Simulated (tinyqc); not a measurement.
Strength against creep resistance: grain growth, pinning, strength and diffusional creep of a polycrystal or thin film. Computed by tinyqc, a small Python program. Command: `OMP_NUM_THREADS=1 python tinyqc.py 3026410 3026411 out.jsonl grain walk`. One thread of a shared host (Intel(R) Xeon(R) Processor @ 2.30GHz), about 0.01 s of CPU time with the checks.

One mean grain size d describes the structure.

Inputs (values chosen for the exercise, modelled on polycrystalline silicon):
```
quantity,value,unit
atomic volume Omega,20.02,angstrom^3
boundary energy gamma,0.61,J/m^2
mobility prefactor M0,7.1e-06,m^4/(J s)
activation energy of boundary motion Q_m,3.12,eV
anneal temperature T,1588,K
anneal time t,610,s
initial grain size d0,73,nm
particle volume fraction f,0.00057,-
particle radius r,26,nm
Hall-Petch slope k_y,0.26,MPa m^0.5
lattice diffusion energy Q_l,4.92,eV
boundary diffusion energy Q_b,2.45,eV
lattice prefactor D0,9.1e-05,m^2/s
boundary prefactor delta D0b,1.5e-15,m^3/s
applied stress sigma,200,MPa
service temperature T_c,649,K
```

Sample: bulk.

Constants: k_B = 8.617333262e-05 eV/K; k_B = 1.380649e-23 J/K.

Method:
- M = M0 exp(-Q_m/(k_B T)). The driving pressure is 2 gamma/d. Zener pinning pressure 3 f gamma/(2 r) stops growth at d_Z = 4 r/(3 f). The limit is d_lim = d_Z.
- dd/dt = 2 M gamma (1/d - 1/d_lim) integrates to 2 M gamma t = d_lim (d0 - d) + d_lim^2 ln[(d_lim - d0)/(d_lim - d)]; without pinning d^2 = d0^2 + 4 M gamma t.
- Nabarro-Herring rate = 14 sigma Omega D_l/(k_B T d^2), D_l = D0 exp(-Q_l/(k_B T)); Coble rate = 14 pi sigma Omega delta D_b/(k_B T d^3), delta D_b = delta D0b exp(-Q_b/(k_B T)); they are equal at d_x = pi delta D_b/D_l.
- Hall-Petch term k_y/sqrt(d).

crossover size d_x = 7.84993e+14 micrometre

At T_c and sigma:
```
d (nm),Hall-Petch term (MPa),Nabarro-Herring (1/s),Coble (1/s),time to 1 % (s)
30,1501.1,3.9361e-27,1.0299e-10,9.7092e+07
100,822.2,3.5425e-28,2.7809e-12,3.5960e+09
300,474.7,3.9361e-29,1.0299e-13,9.7092e+10
1000,260.0,3.5425e-30,2.7809e-15,3.5960e+12
3000,150.1,3.9361e-31,1.0299e-16,9.7092e+13
10000,82.2,3.5425e-32,2.7809e-18,3.5960e+15
100000,26.0,3.5425e-34,2.7809e-21,3.5960e+18
```

What follows from these numbers?

From 100 micrometre to 30 nm grains the Hall-Petch term grows 58 times, while the time to 1 % strain shrinks by 10.6 decades. Coble creep rules in 7 of the seven rows (d_x is a millimetre or more). Fine grains resist slip but creep fast. The Hall-Petch value at 30 nm is at the edge of that law. Caution: sigma Omega is not small against k_B T, as the linear creep laws assume.

Extremes, crossings and ranges named in words are read from the listed rows.
